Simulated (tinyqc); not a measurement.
Comparisons within one model: Shockley state of an s-p chain by decimation. A value that a table varies takes the place of the one given here.

Each site has s at -d/2 and p at +d/2: H0 = diag(-d/2, d/2). The block to the next site on the right is H1 = [[-ts, u], [-u, tp]] (rows s, p of site n; columns s, p of site n + 1). Bulk: H(k) = [[-d/2 - 2 ts cos k, 2i u sin k], [-2i u sin k, d/2 + 2 tp cos k]]. The bands are inverted at k = pi if d < 2 (ts + tp).

Decimation (Sancho-Rubio) at z = E + i eta: start with es = e = H0, A = H1, B = H1^T. Each round forms g = (z - e)^-1 and sets es += A g B, e += A g B + B g A, A = A g A, B = B g B, doubling the length covered. Stop when all |A| < 1e-10. Surface G = (z - es)^-1, bulk G = (z - e)^-1; densities -Im tr G/pi.

Parameters, chosen for this exercise:

| symbol | value | unit | meaning |
|---|---|---|---|
| d | 7.66 | eV | Ep - Es |
| ts | 1.42 | eV | s-s hopping |
| tp | 1.26 | eV | p-p hopping |
| u | 0.47 | eV | s-p hopping |
| eta | 0.02 | eV | broadening |
| E1 | -1.19 | eV | first energy |
| dE | 0.27 | eV | step |
| E | -0.22 | eV | energy |

## Surface against bulk across the gap

Eleven energies E1 + j dE.

Densities (1/eV):

| E (eV) | surface | bulk |
|---|---|---|
| -1.190 | 0.0808 | 0.2806 |
| -0.920 | 0.0059 | 0.0625 |
| -0.650 | 0.0023 | 0.0069 |
| -0.380 | 0.0017 | 0.0034 |
| -0.110 | 0.0014 | 0.0025 |
| 0.160 | 0.0014 | 0.0023 |
| 0.430 | 0.0015 | 0.0025 |
| 0.700 | 0.0018 | 0.0035 |
| 0.970 | 0.0026 | 0.0072 |
| 1.240 | 0.0068 | 0.0656 |
| 1.510 | 0.0955 | 0.2969 |

edges of the bulk gap (201 k points) (eV): -0.9900  1.3100

Inside the gap the bulk density is only the tail of the broadening, at least 0.0023. The surface density has no peak there, and a chain of 60 sites has no level in the gap.

## Through the band inversion

d = f 2 (ts + tp). Gap edges from 201 k points; levels in the gap from an open chain of 60 sites (their mean, and the weight on the two end sites summed over them, divided by their number); a dash: none.

Against d:

| f | d (eV) | top of lower band (eV) | bottom of upper band (eV) | levels in the gap | mean level (eV) | end weight |
|---|---|---|---|---|---|---|
| 0.10 | 0.536 | -0.9145 | 0.9510 | 2 | 0.0160 | 0.762 |
| 0.30 | 1.608 | -0.8340 | 0.9435 | 2 | 0.0480 | 0.700 |
| 0.50 | 2.680 | -0.7020 | 0.8844 | 2 | 0.0800 | 0.577 |
| 0.70 | 3.752 | -0.4955 | 0.7509 | 2 | 0.1120 | 0.393 |
| 0.85 | 4.556 | -0.2386 | 0.5488 | 2 | 0.1360 | 0.214 |
| 1.15 | 6.164 | -0.2420 | 0.5620 | 0 | - | - |
| 1.30 | 6.968 | -0.6440 | 0.9640 | 0 | - | - |
| 1.60 | 8.576 | -1.4480 | 1.7680 | 0 | - | - |

Levels in the gap appear for f = 0.1, 0.3, 0.5, 0.7 and 0.85 and for none of the other rows; the gap closes at f = 1. The level lies at 0.0160 eV for f = 0.1 and 0.1360 eV for f = 0.85, on the line E = d (ts - tp)/(2 (ts + tp)), and its end weight goes from 0.76 to 0.21: no shift of the surface potential is needed, the inversion alone binds it.

## What each parameter does

Gap edges from 201 k points between 0 and pi, and the surface density at E by decimation. Each row changes one parameter from the base and keeps the others.

Results:

| case | top of lower band (eV) | bottom of upper band (eV) | surface density (1/eV) |
|---|---|---|---|
| base | -0.9900 | 1.3100 | 0.0015 |
| d = 8.426 eV | -1.3730 | 1.6930 | 0.0011 |
| ts = 1.562 eV | -0.7060 | 1.3100 | 0.0018 |
| tp = 1.386 eV | -0.9900 | 1.0580 | 0.0016 |
| u = 0.517 eV | -0.9900 | 1.3100 | 0.0015 |
| eta = 0.04 eV | -0.9900 | 1.3100 | 0.0030 |

The largest shifts from the base row, up to three for each result and ties (the steps differ in size, so this ranks the rows, not the parameters). top of lower band (eV): d -0.3830, ts +0.2840; unchanged at the printed digits by tp, u and eta. bottom of upper band (eV): d +0.3830, tp -0.2520; unchanged at the printed digits by ts, u and eta. surface density (1/eV): eta +0.0015, d -0.0004, ts +0.0003; unchanged at the printed digits by u. The base chain is not inverted, so no surface state lies in the gap; E lies in the gap.

Run: tinyqc, `OMP_NUM_THREADS=1 python tinyqc.py 1482363 1482364 out.jsonl`; Intel(R) Xeon(R) Processor @ 2.30GHz, one thread, shared host; about 0.2 s of CPU time with all checks.
